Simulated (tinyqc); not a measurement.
Fully depleted semiconductor-on-insulator film with two gates, non-linear Poisson equation by Newton steps: one step of the calculation.

One dimension across the film, front interface at x = 0, back interface at x = ts. psi is counted from the intrinsic level, n = ni exp(psi/Vt) (source grounded), holes neglected, acceptors ionised. Gates act through Cox = eps0 eox/tox and Cbox = 3.9 eps0/tb with potentials G1 = Vg - (phiM - chi - Vt ln(Nc/ni)) and G2 = Vb - (phiB - chi - Vt ln(Nc/ni)). Classical Boltzmann densities, no interface charge, no depletion in the back plane.

Problem. Newton step. Solve a d_(i-1) + b_i d_i + a d_(i+1) = -F_i for all nodes. Each component d is damped to sign(d) Vt ln(1 + |d|/Vt) before it is added.

Inputs (values chosen for the exercise):
```
symbol  value  unit      meaning
T         300     K  temperature
```

Constants: q = 1.602176634e-19 C, kB = 1.380649e-23 J/K, Vt = kB T/q. Results are converted to the units shown.

a = 17.258163 uF/cm^2

```
node  diagonal b (F/cm^2)  residual F (C/cm^2)  psi at the start (V)
0           -1.8372082e-5         4.6310133e-7                   0.2
1           -3.4516336e-5       -9.7373691e-12                   0.2
2           -3.4516336e-5       -9.7373691e-12                   0.2
3           -3.4516336e-5       -9.7373691e-12                   0.2
4           -3.4516336e-5       -9.7373691e-12                   0.2
5           -3.4516336e-5       -9.7373691e-12                   0.2
6           -3.4516336e-5       -9.7373691e-12                   0.2
7           -3.4516336e-5       -9.7373691e-12                   0.2
8           -3.4516336e-5       -9.7373691e-12                   0.2
9           -3.4516336e-5       -9.7373691e-12                   0.2
10          -1.7523794e-5         8.1209329e-8                   0.2
```

Wanted: Newton step d, before damping; psi after iteration 1.

Solution.

```
node  Newton step d, before damping (V)  psi after iteration 1 (V)
0                                 0.397                      0.272
1                                 0.396                      0.272
2                                 0.394                      0.272
3                                 0.393                      0.272
4                                 0.392                      0.272
5                                 0.391                      0.272
6                                 0.389                      0.272
7                                 0.388                      0.272
8                                 0.387                      0.272
9                                 0.386                      0.272
10                                0.385                      0.271
```

Range of the model: In so thin a film or at such density quantum confinement moves the charge away from the interfaces and raises the threshold.

Numbers from tinyqc (`OMP_NUM_THREADS=1 python tinyqc.py 2190134 2190135 out.jsonl`; about 0.6 s on one thread of a shared Intel Xeon 2.30GHz).
